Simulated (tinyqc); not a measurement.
Worked calculation: RKS/LDA (VWN5) in the cc-pvdz basis, for He, spin multiplicity 1. Computed by tinyqc, a small Python program that keeps every step (integrals from PySCF). Settings: charge = 0, multiplicity = 1, basis = cc-pvdz, energy threshold = 1e-08, iteration cap = 69, orthogonalisation = symmetric, start = Wolfsberg-Helmholz matrix, DIIS depth = 0, damping = 0.3, method = RKS, functional = lda,vwn, grid = [30, 50]. Command: `OMP_NUM_THREADS=1 python tinyqc.py 20671 20672 out.jsonl` (the two numbers bound the seeds that draw the settings). One thread of a shared host (Intel(R) Xeon(R) Processor @ 2.60GHz), about 0.1 s of CPU time with the checks. Later iterations appear only in the table of the cycle.

## One-electron integrals

Geometry (angstrom):

| atom | x | y | z |
|---|---|---|---|
| He | 0.000000 | 0.000000 | 0.000000 |

Basis cc-pvdz: exponents (1/bohr^2) and contraction coefficients of normalised primitives:

| element | l (shell) | exponent | coefficient |
|---|---|---|---|
| He | s (1) | 38.360000 | 0.040176 |
| He | s (1) | 5.770000 | 0.261368 |
| He | s (1) | 1.240000 | 0.793071 |
| He | s (2) | 0.297600 | 1.000000 |
| He | p (3) | 1.275000 | 1.000000 |

Overlap, kinetic and nuclear-attraction integrals over the contracted functions; the nuclear repulsion is the sum of Za Zb / Rab.

nuclear repulsion = 0 hartree

overlap S:
```
           1He 1s    1He 2s   1He 2px   1He 2py   1He 2pz
1He 1s   1.000000  0.634168  0.000000  0.000000  0.000000
1He 2s   0.634168  1.000000  0.000000  0.000000  0.000000
1He 2px  0.000000  0.000000  1.000000  0.000000  0.000000
1He 2py  0.000000  0.000000  0.000000  1.000000  0.000000
1He 2pz  0.000000  0.000000  0.000000  0.000000  1.000000
```

kinetic energy T (hartree):
```
           1He 1s    1He 2s   1He 2px   1He 2py   1He 2pz
1He 1s   2.922435  0.466660  0.000000  0.000000  0.000000
1He 2s   0.466660  0.446400  0.000000  0.000000  0.000000
1He 2px  0.000000  0.000000  3.187500  0.000000  0.000000
1He 2py  0.000000  0.000000  0.000000  3.187500  0.000000
1He 2pz  0.000000  0.000000  0.000000  0.000000  3.187500
```

nuclear attraction V (hartree):
```
            1He 1s     1He 2s    1He 2px    1He 2py    1He 2pz
1He 1s   -4.802688  -2.012449   0.000000   0.000000   0.000000
1He 2s   -2.012449  -1.741071   0.000000   0.000000   0.000000
1He 2px   0.000000   0.000000  -2.402503   0.000000   0.000000
1He 2py   0.000000   0.000000   0.000000  -2.402503   0.000000
1He 2pz   0.000000   0.000000   0.000000   0.000000  -2.402503
```

core Hamiltonian H = T + V (hartree):
```
            1He 1s     1He 2s   1He 2px   1He 2py   1He 2pz
1He 1s   -1.880253  -1.545789  0.000000  0.000000  0.000000
1He 2s   -1.545789  -1.294671  0.000000  0.000000  0.000000
1He 2px   0.000000   0.000000  0.784997  0.000000  0.000000
1He 2py   0.000000   0.000000  0.000000  0.784997  0.000000
1He 2pz   0.000000   0.000000  0.000000  0.000000  0.784997
```

## Two-electron integrals

Functions are numbered as in S; the eight-fold symmetry (ij|kl) = (ji|kl) = (kl|ij) leaves the list below.

Two-electron integrals (ij|kl) in chemists' order, unique and non-zero (hartree):
```
(11|11) 1.543036   (21|11) 0.784979   (21|21) 0.426774   (22|11) 0.803460
(22|21) 0.475908   (22|22) 0.615562   (31|31) 0.177307   (32|31) 0.142524
(32|32) 0.130008   (33|11) 1.099799   (33|21) 0.627782   (33|22) 0.734404
(33|33) 1.040531   (41|41) 0.177307   (42|41) 0.142524   (42|42) 0.130008
(43|43) 0.063706   (44|11) 1.099799   (44|21) 0.627782   (44|22) 0.734404
(44|33) 0.913119   (44|44) 1.040531   (51|51) 0.177307   (52|51) 0.142524
(52|52) 0.130008   (53|53) 0.063706   (54|54) 0.063706   (55|11) 1.099799
(55|21) 0.627782   (55|22) 0.734404   (55|33) 0.913119   (55|44) 0.913119
(55|55) 1.040531
```

## Orthogonalisation

S = U s U^T; symmetric (Loewdin) form X = U s^(-1/2) U^T, so that X^T S X = 1.

eigenvalues of S: 0.365832  1.000000  1.000000  1.000000  1.634168

X:
```
            1He 1s     1He 2s   1He 2px   1He 2py   1He 2pz
1He 1s    1.217794  -0.435533  0.000000  0.000000  0.000000
1He 2s   -0.435533   1.217794  0.000000  0.000000  0.000000
1He 2px   0.000000   0.000000  1.000000  0.000000  0.000000
1He 2py   0.000000   0.000000  0.000000  1.000000  0.000000
1He 2pz   0.000000   0.000000  0.000000  0.000000  1.000000
```

## Starting guess

The start is the generalised Wolfsberg-Helmholz matrix (K = 1.75) built on H; D = 2 C_occ C_occ^T.

D at the start:
```
           1He 1s    1He 2s   1He 2px   1He 2py   1He 2pz
1He 1s   1.028068  0.541462  0.000000  0.000000  0.000000
1He 2s   0.541462  0.285177  0.000000  0.000000  0.000000
1He 2px  0.000000  0.000000  0.000000  0.000000  0.000000
1He 2py  0.000000  0.000000  0.000000  0.000000  0.000000
1He 2pz  0.000000  0.000000  0.000000  0.000000  0.000000
```

## Iteration 1: exchange-correlation on the grid

Becke grid with 30 radial and 50 angular points per atom, points of zero weight dropped. rho = sum D_ij phi_i phi_j; V_xc,ij = sum w v_xc phi_i phi_j; v_xc is d(rho eps)/d rho.

The 8 grid points with the largest w rho, of 1500 (bohr, atomic units):

| x | y | z | w | rho | eps_xc | v_xc |
|---|---|---|---|---|---|---|
| 0.459376 | -0.459376 | 0.000000 | 0.017765 | 0.355061 | -0.586128 | -0.768414 |
| -0.459376 | -0.459376 | 0.000000 | 0.017765 | 0.355061 | -0.586128 | -0.768414 |
| 0.459376 | 0.459376 | 0.000000 | 0.017765 | 0.355061 | -0.586128 | -0.768414 |
| 0.459376 | 0.000000 | 0.459376 | 0.017765 | 0.355061 | -0.586128 | -0.768414 |
| 0.000000 | 0.459376 | -0.459376 | 0.017765 | 0.355061 | -0.586128 | -0.768414 |
| 0.000000 | -0.459376 | -0.459376 | 0.017765 | 0.355061 | -0.586128 | -0.768414 |
| -0.459376 | 0.459376 | 0.000000 | 0.017765 | 0.355061 | -0.586128 | -0.768414 |
| -0.459376 | 0.000000 | -0.459376 | 0.017765 | 0.355061 | -0.586128 | -0.768414 |

electrons on the grid, sum of w rho = 2.000000

E_xc = sum of w rho eps_xc = -1.12845539 hartree

V_xc (hartree):
```
            1He 1s     1He 2s    1He 2px    1He 2py    1He 2pz
1He 1s   -0.883019  -0.428245   0.000000   0.000000   0.000000
1He 2s   -0.428245  -0.381040   0.000000   0.000000   0.000000
1He 2px   0.000000   0.000000  -0.582740   0.000000   0.000000
1He 2py   0.000000   0.000000   0.000000  -0.582740   0.000000
1He 2pz   0.000000   0.000000   0.000000   0.000000  -0.582740
```

## Iteration 1: building the Kohn-Sham matrix

J_ij = sum D_kl (ij|kl); F = H + J + V_xc; E = tr D H + tr D J / 2 + E_xc + E_nn.

Coulomb J (hartree):
```
           1He 1s    1He 2s   1He 2px   1He 2py   1He 2pz
1He 1s   2.665547  1.404894  0.000000  0.000000  0.000000
1He 2s   1.404894  1.516928  0.000000  0.000000  0.000000
1He 2px  0.000000  0.000000  2.019943  0.000000  0.000000
1He 2py  0.000000  0.000000  0.000000  2.019943  0.000000
1He 2pz  0.000000  0.000000  0.000000  0.000000  2.019943
```

Kohn-Sham matrix F (hartree):
```
            1He 1s     1He 2s   1He 2px   1He 2py   1He 2pz
1He 1s   -0.097725  -0.569140  0.000000  0.000000  0.000000
1He 2s   -0.569140  -0.158784  0.000000  0.000000  0.000000
1He 2px   0.000000   0.000000  2.222200  0.000000  0.000000
1He 2py   0.000000   0.000000  0.000000  2.222200  0.000000
1He 2pz   0.000000   0.000000  0.000000  0.000000  2.222200
```

total energy of this density = -2.75748995 hartree

This density is the starting one.

## Iteration 1: diagonalisation and new density

Diagonalise F' = X^T F X, C = X C', fill 1 alpha and 1 beta electrons from the bottom; D = 2 C_occ C_occ^T; the new density keeps 0.3 of the old one (damping). Each column has its largest component positive (the first on a tie).

F' = X^T F X (hartree):
```
           1          2         3         4         5
1   0.428684  -0.815958  0.000000  0.000000  0.000000
2  -0.815958   0.349715  0.000000  0.000000  0.000000
3   0.000000   0.000000  2.222200  0.000000  0.000000
4   0.000000   0.000000  0.000000  2.222200  0.000000
5   0.000000   0.000000  0.000000  0.000000  2.222200
```

orbital energies (hartree): MO1 -0.427713, MO2 1.206112, MO3 2.222200, MO4 2.222200, MO5 2.222200

coefficients C:
```
              MO1        MO2        MO3        MO4       MO5
1He 1s   0.524719   1.182109   0.000000   0.000000  0.000000
1He 2s   0.581242  -1.155366   0.000000   0.000000  0.000000
1He 2px  0.000000   0.000000   0.296971  -0.445019  0.844847
1He 2py  0.000000   0.000000  -0.582546   0.616605  0.529564
1He 2pz  0.000000   0.000000   0.756603   0.649427  0.076130
```

D after iteration 1:
```
           1He 1s    1He 2s   1He 2px   1He 2py   1He 2pz
1He 1s   0.693883  0.589423  0.000000  0.000000  0.000000
1He 2s   0.589423  0.558532  0.000000  0.000000  0.000000
1He 2px  0.000000  0.000000  0.000000  0.000000  0.000000
1He 2py  0.000000  0.000000  0.000000  0.000000  0.000000
1He 2pz  0.000000  0.000000  0.000000  0.000000  0.000000
```

Within a degenerate level the vectors are fixed only up to a rotation; this is one choice.

## Iteration 2: exchange-correlation on the grid

As before.

The 8 grid points with the largest w rho, of 1500 (bohr, atomic units):

| x | y | z | w | rho | eps_xc | v_xc |
|---|---|---|---|---|---|---|
| -0.572886 | 0.000000 | -0.572886 | 0.032226 | 0.184180 | -0.478220 | -0.625977 |
| 0.572886 | 0.572886 | 0.000000 | 0.032226 | 0.184180 | -0.478220 | -0.625977 |
| 0.000000 | 0.572886 | 0.572886 | 0.032226 | 0.184180 | -0.478220 | -0.625977 |
| 0.000000 | -0.572886 | 0.572886 | 0.032226 | 0.184180 | -0.478220 | -0.625977 |
| 0.572886 | -0.572886 | 0.000000 | 0.032226 | 0.184180 | -0.478220 | -0.625977 |
| -0.572886 | -0.572886 | 0.000000 | 0.032226 | 0.184180 | -0.478220 | -0.625977 |
| -0.572886 | 0.572886 | 0.000000 | 0.032226 | 0.184180 | -0.478220 | -0.625977 |
| 0.000000 | 0.572886 | -0.572886 | 0.032226 | 0.184180 | -0.478220 | -0.625977 |

electrons on the grid, sum of w rho = 2.000000

E_xc = sum of w rho eps_xc = -0.98751759 hartree

V_xc (hartree):
```
            1He 1s     1He 2s    1He 2px    1He 2py    1He 2pz
1He 1s   -0.838011  -0.417253   0.000000   0.000000   0.000000
1He 2s   -0.417253  -0.395283   0.000000   0.000000   0.000000
1He 2px   0.000000   0.000000  -0.578464   0.000000   0.000000
1He 2py   0.000000   0.000000   0.000000  -0.578464   0.000000
1He 2pz   0.000000   0.000000   0.000000   0.000000  -0.578464
```

## Iteration 2: building the Kohn-Sham matrix

As before.

Coulomb J (hartree):
```
           1He 1s    1He 2s   1He 2px   1He 2py   1He 2pz
1He 1s   2.444813  1.313594  0.000000  0.000000  0.000000
1He 2s   1.313594  1.462339  0.000000  0.000000  0.000000
1He 2px  0.000000  0.000000  1.913377  0.000000  0.000000
1He 2py  0.000000  0.000000  0.000000  1.913377  0.000000
1He 2pz  0.000000  0.000000  0.000000  0.000000  1.913377
```

Kohn-Sham matrix F (hartree):
```
            1He 1s     1He 2s   1He 2px   1He 2py   1He 2pz
1He 1s   -0.273450  -0.649447  0.000000  0.000000  0.000000
1He 2s   -0.649447  -0.227614  0.000000  0.000000  0.000000
1He 2px   0.000000   0.000000  2.119910  0.000000  0.000000
1He 2py   0.000000   0.000000  0.000000  2.119910  0.000000
1He 2pz   0.000000   0.000000  0.000000  0.000000  2.119910
```

total energy of this density = -2.80670278 hartree

This density is a damped mixture and is not idempotent.

## Iteration 2: diagonalisation and new density

As before.

F' = X^T F X (hartree):
```
           1          2         3         4         5
1   0.240211  -0.820579  0.000000  0.000000  0.000000
2  -0.820579   0.299493  0.000000  0.000000  0.000000
3   0.000000   0.000000  2.119910  0.000000  0.000000
4   0.000000   0.000000  0.000000  2.119910  0.000000
5   0.000000   0.000000  0.000000  0.000000  2.119910
```

orbital energies (hartree): MO1 -0.551262, MO2 1.090966, MO3 2.119910, MO4 2.119910, MO5 2.119910

coefficients C:
```
              MO1        MO2       MO3        MO4        MO5
1He 1s   0.574156  -1.158904  0.000000   0.000000   0.000000
1He 2s   0.531948   1.178874  0.000000   0.000000   0.000000
1He 2px  0.000000   0.000000  0.974891  -0.200531  -0.096820
1He 2py  0.000000   0.000000  0.165561   0.943491  -0.287078
1He 2pz  0.000000   0.000000  0.148917   0.263840   0.953002
```

D after iteration 2:
```
           1He 1s    1He 2s   1He 2px   1He 2py   1He 2pz
1He 1s   0.669682  0.604416  0.000000  0.000000  0.000000
1He 2s   0.604416  0.563715  0.000000  0.000000  0.000000
1He 2px  0.000000  0.000000  0.000000  0.000000  0.000000
1He 2py  0.000000  0.000000  0.000000  0.000000  0.000000
1He 2pz  0.000000  0.000000  0.000000  0.000000  0.000000
```

Within a degenerate level the vectors are fixed only up to a rotation; this is one choice.

## Iteration 15 (converged): orbitals

converged F (hartree):
```
            1He 1s     1He 2s   1He 2px   1He 2py   1He 2pz
1He 1s   -0.280952  -0.652772  0.000000  0.000000  0.000000
1He 2s   -0.652772  -0.230020  0.000000  0.000000  0.000000
1He 2px   0.000000   0.000000  2.115749  0.000000  0.000000
1He 2py   0.000000   0.000000  0.000000  2.115749  0.000000
1He 2pz   0.000000   0.000000  0.000000  0.000000  2.115749
```

Diagonalise F' = X^T F X, C = X C', fill 1 alpha and 1 beta electrons from the bottom; D = 2 C_occ C_occ^T. Each column has its largest component positive (the first on a tie).

F' = X^T F X (hartree):
```
           1          2         3         4         5
1   0.232157  -0.820886  0.000000  0.000000  0.000000
2  -0.820886   0.298030  0.000000  0.000000  0.000000
3   0.000000   0.000000  2.115749  0.000000  0.000000
4   0.000000   0.000000  0.000000  2.115749  0.000000
5   0.000000   0.000000  0.000000  0.000000  2.115749
```

orbital energies (hartree): MO1 -0.556453, MO2 1.086640, MO3 2.115749, MO4 2.115749, MO5 2.115749

coefficients C:
```
              MO1        MO2        MO3        MO4       MO5
1He 1s   0.576470  -1.157754   0.000000   0.000000  0.000000
1He 2s   0.529592   1.179935   0.000000   0.000000  0.000000
1He 2px  0.000000   0.000000   0.890923   0.355191  0.283012
1He 2py  0.000000   0.000000  -0.053503  -0.536735  0.842053
1He 2pz  0.000000   0.000000  -0.450992   0.765346  0.459186
```

D after iteration 15:
```
           1He 1s    1He 2s   1He 2px   1He 2py   1He 2pz
1He 1s   0.664636  0.610587  0.000000  0.000000  0.000000
1He 2s   0.610587  0.560934  0.000000  0.000000  0.000000
1He 2px  0.000000  0.000000  0.000000  0.000000  0.000000
1He 2py  0.000000  0.000000  0.000000  0.000000  0.000000
1He 2pz  0.000000  0.000000  0.000000  0.000000  0.000000
```

Within a degenerate level the vectors are fixed only up to a rotation; this is one choice.

## Convergence

Stop when the energy changes by less than 1e-08 hartree and every element of the error matrix X^T (F D S - S D F) X is below 3e-05.

Course of the cycle:

| iteration | E (hartree) | change | largest element of the error matrix |
|---|---|---|---|
| 1 | -2.75748995 | - | 5.44e-01 |
| 2 | -2.80670278 | -4.92e-02 | 2.74e-02 |
| 3 | -2.82070711 | -1.40e-02 | 2.01e-03 |
| 4 | -2.82490672 | -4.20e-03 | 2.89e-04 |
| 5 | -2.82616661 | -1.26e-03 | 7.06e-05 |
| 6 | -2.82654457 | -3.78e-04 | 2.03e-05 |
| 7 | -2.82665796 | -1.13e-04 | 6.06e-06 |
| 8 | -2.82669198 | -3.40e-05 | 1.82e-06 |
| 9 | -2.82670218 | -1.02e-05 | 5.45e-07 |
| 10 | -2.82670525 | -3.06e-06 | 1.63e-07 |
| 11 | -2.82670616 | -9.18e-07 | 4.90e-08 |
| 12 | -2.82670644 | -2.76e-07 | 1.47e-08 |
| 13 | -2.82670652 | -8.27e-08 | 4.41e-09 |
| 14 | -2.82670655 | -2.48e-08 | 1.32e-09 |
| 15 | -2.82670655 | -7.44e-09 | 3.97e-10 |

PySCF RKS in the same basis, fine grid = -2.82670655 hartree

Converged in 15 iterations.

## Populations

Mulliken: Z minus the diagonal of D S on the atom; Loewdin: the same with S^(1/2) D S^(1/2).

Charges (e):

| atom | Mulliken | Loewdin |
|---|---|---|
| 1He | 0 | 0 |
